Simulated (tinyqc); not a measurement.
Plasmons of a degenerate electron gas in the random-phase approximation: one step. The plasmon at one wave vector. Three cases, with inputs chosen for the exercise.

Question. Solve f1 (qTF/q)^2 = -1 above the continuum, and compare with E^2 = Ep^2 + (3/5)(hbar vF q)^2 + (c q^2/m)^2.

Zero temperature, parabolic band: kF = (3 pi^2 n)^(1/3), EF = c kF^2/m, Ep^2 = 8 pi c e2 n/(m eb), qTF^2 = 6 pi e2 n/(eb EF), c = hbar^2/2m0, e2 = e^2/(4 pi eps0), n in 1/angstrom^3 (1e-24 per 1/cm^3).

Lindhard function: eps(q, E)/eb = 1 + (qTF/q)^2 (f1 + i f2) with z = q/(2 kF), u = E/(hbar vF q), hbar vF = 2 c kF/m; f1 = 1/2 + [h(z - u) + h(z + u)]/(8 z), h(x) = (1 - x^2) ln|(x + 1)/(x - 1)|; f2 = pi u/2 for z + u < 1, (pi/(8 z))(1 - (z - u)^2) for |z - u| < 1 < z + u, else 0. Pairs exist for c (q^2 - 2 q kF)/m < E < c (q^2 + 2 q kF)/m.

Constants: hbar^2/2m0 = 3.80998211 eV angstrom^2; e^2/(4 pi eps0) = 14.39964547 eV angstrom.

Case 1.

Values chosen (mass and background constant near those of InP; polar phonons, which mix with the plasmon in the real crystal, and the rise of the mass with filling are left out; not measured data): n = 1.1e+19 1/cm^3 (electron density); m = 0.0778 m0 (mass); eb = 9.37 (background dielectric constant); qp = 0.0103 1/angstrom (wave vector of the plasmon).

Case 2.

Values chosen (mass and background constant near those of GaAs; polar phonons, which mix with the plasmon in the real crystal, and the rise of the mass with filling are left out; not measured data): n = 1.8e+19 1/cm^3 (electron density); m = 0.0684 m0 (mass); eb = 11.2 (background dielectric constant); qp = 0.00853 1/angstrom (wave vector of the plasmon).

Case 3.

Values chosen (mass and background constant near those of InAs; polar phonons, which mix with the plasmon in the real crystal, and the rise of the mass with filling are left out; not measured data): n = 9.4e+17 1/cm^3 (electron density); m = 0.025 m0 (mass); eb = 12.9 (background dielectric constant); qp = 0.00471 1/angstrom (wave vector of the plasmon).

Give: top of the continuum; plasmon energy; short formula.

Answer.

Case 1.

top of the continuum = 74.60 meV
plasmon energy = 154.3 meV
short formula = 154.0 meV

The plasmon lies 79.68 meV above the continuum and 7.0 % above Ep; the short formula errs by -0.17 %.

Case 2.

top of the continuum = 81.10 meV
plasmon energy = 189.9 meV
short formula = 189.7 meV

The plasmon lies 108.8 meV above the continuum and 5.5 % above Ep; the short formula errs by -0.11 %.

Case 3.

top of the continuum = 46.89 meV
plasmon energy = 72.32 meV
short formula = 71.88 meV

The plasmon lies 25.43 meV above the continuum and 14.1 % above Ep; the short formula errs by -0.61 %.

Computed by tinyqc, one run a case: `OMP_NUM_THREADS=1 python tinyqc.py N N+1 out.jsonl` with N = 1681284, 1681356, 1681630; one thread of a shared Intel(R) Xeon(R) Processor @ 2.30GHz, about 0.01 s a run at most.
